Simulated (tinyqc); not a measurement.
# Read current of a NAND string, cells in series solved by shooting: effects of single changes

Cells in series, numbered from 0 at the source line (0 V) to the bit line, each followed by a gap resistance Rg. A cell with gate Vg, threshold VT, source Vs and drain Vd passes I = 2 nf K Vt^2 [F(Vs) - F(Vd)]/(1 + th max(Vg - VT, 0)), F(V) = ln^2(1 + exp((Vg - VT - nf V)/(2 nf Vt))). The selected cell has Vg = Vr, the others Vg = Vp.

Inputs (values chosen for the exercise); values of the order met in vertical NAND strings:
```
symbol  value    unit                                 meaning
T         300       K                             temperature
K          19  uA/V^2                   gain factor of a cell
nf        1.7                                    slope factor
th       0.19     1/V               mobility reduction factor
Rg         17    kohm     resistance of the gap between cells
Vbl       0.7       V                        bit-line voltage
Vp        7.3       V                            pass voltage
Ve       -1.1       V             threshold of an erased cell
Vh          4       V          threshold of the highest state
Vx        2.7       V          threshold of the selected cell
Is         20      nA                         sensing current
Vr       4.08       V  read voltage on the selected word line
```

Constants: q = 1.602176634e-19 C, kB = 1.380649e-23 J/K, Vt = kB T/q. Results are converted to the units shown.

Each table varies one quantity; the others keep the values above.

## Read current against the number of cells

For a trial current I start at 0 V and, cell by cell, solve for the drain: sqrt(F(Vd)) = sqrt(F(Vs) - I/k), k = 2 nf K Vt^2/(1 + th max(Vg - VT, 0)), Vd = [Vg - VT - 2 nf Vt ln(exp(sqrt F) - 1)]/nf, then add I Rg. The string current is the I for which the last node reaches Vbl. The apparent threshold is the Vr at which I = Is. Background: all other cells erased (VT = Ve) or all in the highest state (VT = Vh); ratio and shift are high over erased and high minus erased. The selected cell is in the middle, cell n/2.

Read current against the number of cells:

| n | I, others erased (uA) | I, others high (uA) | ratio | apparent VT, erased (V) | apparent VT, high (V) | background shift (mV) |
|---|---|---|---|---|---|---|
| 8 | 2.031 | 1.585 | 0.7807 | 2.702 | 2.704 | 1.335 |
| 16 | 1.130 | 0.8428 | 0.7458 | 2.707 | 2.710 | 2.674 |
| 32 | 0.5978 | 0.4345 | 0.7269 | 2.716 | 2.721 | 5.369 |
| 64 | 0.3077 | 0.2206 | 0.7170 | 2.734 | 2.745 | 10.82 |
| 96 | 0.2071 | 0.1478 | 0.7137 | 2.753 | 2.769 | 16.36 |
| 128 | 0.1561 | 0.1111 | 0.7120 | 2.771 | 2.793 | 21.98 |
| 192 | 0.1046 | 0.07428 | 0.7103 | 2.808 | 2.841 | 33.50 |

What does the table show?

With erased neighbours the current falls from 2.03 to 0.105 uA, as n^(-0.85) between the first two rows and n^(-0.99) between the last two (-1 once the series resistance rules). The ratio falls from 0.781 to 0.710 and the background shift rises from 1.33 to 33.5 mV.

## Effect of the position of the selected cell

Same model as above.

The string has 128 cells, numbered from the source.

Effect of the position of the selected cell:

| j | I, others erased (uA) | I, others high (uA) | ratio | apparent VT, erased (V) | apparent VT, high (V) | background shift (mV) |
|---|---|---|---|---|---|---|
| 0 | 0.1573 | 0.1116 | 0.7095 | 2.698 | 2.698 | 1.823e-9 |
| 18 | 0.1570 | 0.1115 | 0.7100 | 2.718 | 2.724 | 6.046 |
| 36 | 0.1568 | 0.1114 | 0.7106 | 2.739 | 2.751 | 12.20 |
| 54 | 0.1564 | 0.1112 | 0.7114 | 2.760 | 2.778 | 18.46 |
| 73 | 0.1558 | 0.1110 | 0.7126 | 2.781 | 2.807 | 25.19 |
| 91 | 0.1549 | 0.1106 | 0.7145 | 2.802 | 2.834 | 31.68 |
| 109 | 0.1532 | 0.1099 | 0.7177 | 2.823 | 2.861 | 38.28 |
| 127 | 0.1493 | 0.1080 | 0.7230 | 2.844 | 2.889 | 45.01 |

What does the table show?

From the source end to the bit-line end the apparent VT with high neighbours rises from 2.698 to 2.889 V and the background shift rises from 1.82e-9 to 45.0 mV. Cells and gaps on the source side raise the source of the selected cell, which costs nf times that voltage in gate drive; those on the drain side only lower its drain voltage.

Program tinyqc, `OMP_NUM_THREADS=1 python tinyqc.py 2142156 2142157 out.jsonl`; Intel Xeon 2.30GHz, shared host, one thread, about 1 s.
